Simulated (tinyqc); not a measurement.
# AlGaN/GaN HEMT with access regions, lumped model: several studies

A polarisation-induced electron sheet under a Schottky gate, in series with two ungated access regions and contacts. Drift law v = mu E/(1 + mu E/vs) under the gate. Currents in mA/mm, resistances in ohm mm. No self-heating, no channel-length modulation; fits for polarisation, barrier and offset are chosen for the exercise.

Inputs (values chosen for the exercise); values close to those of AlGaN/GaN structures:
- x = 0.32 (aluminium share of the barrier)
- d = 15 nm (barrier thickness)
- eps_r = 9.1 (relative permittivity of barrier and channel)
- mu = 1200 cm^2/(V s) (channel mobility)
- vs = 1e7 cm/s (saturation velocity)
- Lg = 0.25 um (gate length)
- Ls = 2 um (source access length)
- Ld = 16 um (drain access length)
- Rc = 0.23 ohm mm (resistance of each contact)
- ft = 0 (share of the drain-access electrons removed by traps)
- Vg = -1 V (gate voltage)

Constants: q = 1.602176634e-19 C, eps0 = 8.8541878128e-14 F/cm where lengths are in cm. Results are converted to the units shown.

Each table varies one quantity; the others keep the values above.

## Effect of the gate voltage

sigma = (5e13 x + 1.6e13 x^2) cm^-2, phiB = 0.84 + 1.3 x, dEc = 0.7 (1.71 x + x^2) in volts, Cb = eps0 eps_r/d, VT = phiB - dEc - q sigma/Cb, access density n0 = -Cb VT/q. Access resistance R(L, n) = L/(q mu n sqrt(1 - (I/(q n vs))^2)); Rs = Rc + R(Ls, n0), Rd = Rc + R(Ld, (1 - ft) n0). Vg' = Vg - I Rs, Vd' = Vd - I (Rs + Rd); with u = Vg' - VT, Vc = vs Lg/mu and w the smaller of Vd' and Vc [sqrt(1 + 2 u/Vc) - 1] (0 if negative), the channel gives (mu Cb/Lg)(u w - w^2/2)/(1 + w/Vc). I equals that channel current. Isat is I at Vd = 10 V, gm = dIsat/dVg, Ron the limit of Vd/I at small Vd.

The same in every row: VT (V) = -4.460; n0 (cm^-2) = 1.495e13.

Effect of the gate voltage:

| Vg (V) | Ron (ohm mm) | Isat (mA/mm) | gm (mS/mm) |
|---|---|---|---|
| -4.1 | 7.800 | 54.97 | 214.3 |
| -3.3 | 7.056 | 255.9 | 272.5 |
| -2.5 | 6.919 | 481.4 | 288.5 |
| -1.7 | 6.862 | 714.5 | 293.0 |
| -0.9 | 6.831 | 948.3 | 290.5 |
| -0.1 | 6.811 | 1178 | 281.6 |
| 0.7 | 6.797 | 1241 | 24.64 |
| 1.5 | 6.787 | 1253 | 9.468 |

Read the table: what changes, and by how much?

As Vg goes from -4.1 to 1.5 V, Ron falls from 7.80 to 6.79 ohm mm, Isat rises from 55.0 to 1250 mA/mm and gm goes from 214 through a maximum of 293 (at Vg = -1.7 V among the rows listed) to 9.47 mS/mm. The ceiling Cb vs is 537 mS/mm. For Vg = -1.7 to 1.5 V the power passes 5 W/mm, where self-heating, left out here, lowers the current. For Vg = 0.7 to 1.5 V the gated channel is not yet saturated at 10 V, because the access regions take the voltage, and gm drops. At Vg = 1.5 V Vg comes within 0.2 V of phiB or passes it, so at low drain current, as for Ron, the Schottky gate would conduct.

## Effect of the source access length

Same model as above.

The same in every row: VT (V) = -4.460; n0 (cm^-2) = 1.495e13.

Effect of the source access length:

| Ls (um) | Ron (ohm mm) | Isat (mA/mm) | gm (mS/mm) |
|---|---|---|---|
| 0.1 | 6.173 | 1175 | 392.1 |
| 0.3 | 6.242 | 1140 | 376.3 |
| 0.6 | 6.347 | 1092 | 356.0 |
| 1 | 6.486 | 1035 | 333.5 |
| 1.5 | 6.660 | 973.1 | 310.4 |
| 2.5 | 7.008 | 871.8 | 274.8 |
| 4 | 7.529 | 757.0 | 236.6 |

As Ls goes from 0.1 to 4 um, Ron rises from 6.17 to 7.53 ohm mm, Isat falls from 1180 to 757 mA/mm and gm falls from 392 to 237 mS/mm. The ceiling Cb vs is 537 mS/mm. In every row the power passes 5 W/mm, where self-heating, left out here, lowers the current.

## Effect of the share of the drain-access electrons removed by traps

Same model as above.

The same in every row: VT (V) = -4.460; n0 (cm^-2) = 1.495e13.

Effect of the share of the drain-access electrons removed by traps:

| ft | Ron (ohm mm) | Isat (mA/mm) | gm (mS/mm) |
|---|---|---|---|
| 0 | 6.834 | 919.2 | 291.2 |
| 0.1 | 7.452 | 919.2 | 291.2 |
| 0.2 | 8.225 | 919.2 | 291.2 |
| 0.3 | 9.219 | 893.3 | 68.75 |
| 0.4 | 10.54 | 790.0 | 16.23 |
| 0.5 | 12.40 | 671.6 | 5.879 |
| 0.6 | 15.18 | 546.0 | 2.338 |
| 0.7 | 19.82 | 415.4 | 0.8989 |

As ft goes from 0 to 0.7, Ron rises from 6.83 to 19.8 ohm mm, Isat falls from 919 to 415 mA/mm and gm falls from 291 to 0.899 mS/mm. The ceiling Cb vs is 537 mS/mm. For ft = 0 to 0.6 the power passes 5 W/mm, where self-heating, left out here, lowers the current. For ft = 0.3 to 0.7 the gated channel is not yet saturated at 10 V, because the access regions take the voltage, and gm drops.

Numbers from tinyqc (`OMP_NUM_THREADS=1 python tinyqc.py 2570140 2570141 out.jsonl`; about 0.02 s on one thread of a shared Intel Xeon 2.30GHz).
